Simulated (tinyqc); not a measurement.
Molecular dynamics of a small cluster by velocity Verlet steps: one step, computed by the program tinyqc. Command: `OMP_NUM_THREADS=1 python tinyqc.py 3019045 3019046 out.jsonl verlet walk`. One thread of a shared host (Intel(R) Xeon(R) Processor @ 2.30GHz), about 0.2 s of CPU time with the checks.

E = sum_i {sum_j A exp(-p (r_ij/r0 - 1)) - xi sqrt(rho_i)}, rho_i = sum_j exp(-2 q (r_ij/r0 - 1)); the force on i is -sum_j w_ij (R_i - R_j)/r_ij with w_ij = -(2p/r0) A exp(-p (r_ij/r0 - 1)) + (xi q/r0) exp(-2 q (r_ij/r0 - 1)) (rho_i^(-1/2) + rho_j^(-1/2)).

Problem. Step 1. Velocity Verlet: a = c F/M with c = 9.648533212e-3 angstrom/fs^2 per eV/(angstrom u); R(new) = R + v dt + a dt^2/2; v(new) = v + (a + a(new)) dt/2. Kinetic energy K = M v^2/(2c); temperature T = 2K/((3N - 3) k_B), rotation of the cluster included. After each step v is scaled by sqrt(1 + (dt/tau)(T0/T - 1)).

Inputs (values chosen for the exercise, for model atoms):
```
quantity               value      unit
length r0               2.38  angstrom
repulsion A            0.086        eV
hopping xi             0.886        eV
decay p                 9.72         -
decay q                 3.27         -
atomic mass M           22.6         u
time step dt             1.6        fs
target temperature T0    500         K
coupling time tau        100        fs
```

Potential: Gupta. Thermostat: Berendsen.

starting positions (angstrom):
```
            x     y      z
atom 1  -0.05  0.04   0.02
atom 2   2.26  0.02  -0.05
atom 3   2.18  2.21  -0.02
atom 4  -0.06  2.19  -0.04
atom 5   1.14   1.1   1.56
atom 6    1.1  1.11  -1.55
```

starting velocities (angstrom/fs):
```
              x         y         z
atom 1  0.00174   0.00065   0.00427
atom 2  -0.0023     3e-05   0.00055
atom 3  -0.0014   0.00069  -0.00141
atom 4   0.0002  -0.00182         0
atom 5  0.00017  -0.00051  -0.00208
atom 6  0.00158   0.00096  -0.00132
```

Constants: 1 eV/(angstrom u) = 9.648533212e-03 angstrom/fs^2; k_B = 8.617333262e-05 eV/K.

Give: positions after step 1; new forces; velocities after step 1; total energy.

Solution.

positions after step 1 (angstrom):
```
              x       y        z
atom 1  -0.0470  0.0412   0.0268
atom 2   2.2561  0.0202  -0.0491
atom 3   2.1776  2.2110  -0.0222
atom 4  -0.0595  2.1870  -0.0399
atom 5   1.1402  1.0992   1.5564
atom 6   1.1025  1.1115  -1.5520
```

new forces (eV/angstrom):
```
               x         y         z
atom 1   0.44086   0.18615  -0.00945
atom 2  -0.42883   0.27258   0.08679
atom 3  -0.24772  -0.20321   0.05810
atom 4   0.34192  -0.18104   0.10334
atom 5  -0.05015  -0.00712  -0.52074
atom 6  -0.05608  -0.06737   0.28197
```

velocities after step 1 (angstrom/fs):
```
                 x           y           z
atom 1   0.0021209   0.0008139   0.0044236
atom 2  -0.0026925   0.0002283   0.0006338
atom 3  -0.0016310   0.0005667  -0.0014190
atom 4   0.0004539  -0.0020213   0.0000754
atom 5   0.0001387  -0.0005363  -0.0025376
atom 6   0.0015997   0.0009487  -0.0011659
```

total energy = -9.3215 eV
